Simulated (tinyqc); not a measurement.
From results back to parameters: Weaire-Thorpe hybrids on a Bethe lattice: gap and dangling bond of an amorphous tetrahedral solid. Two cases, with inputs chosen for the exercise.

Problem. In the Weaire-Thorpe model the two p-like peaks lie at -V2 + V1 and V2 + V1, and the guaranteed gap is 2 V2 - 4 V1. The peak positions come from hidden V1 and V2.

Find: V1, V2; guaranteed gap; lowest possible level -3 V1 - V2.

Method. The mean of the peaks is V1 and half their distance V2.

Case 1.

peaks (eV): bonding -2.680, antibonding 6.300

Solution.

V1, V2 (eV): 1.81  4.49

guaranteed gap = 1.74 eV
lowest possible level -3 V1 - V2 = -9.92 eV

Case 2.

peaks (eV): bonding -2.750, antibonding 6.290

Solution.

V1, V2 (eV): 1.77  4.52

guaranteed gap = 1.96 eV
lowest possible level -3 V1 - V2 = -9.83 eV

Computed by tinyqc, one run a case: `OMP_NUM_THREADS=1 python tinyqc.py N N+1 out.jsonl` with N = 1451716, 1451725; one thread of a shared Intel(R) Xeon(R) Processor @ 2.30GHz, about 0.02 s a run at most.
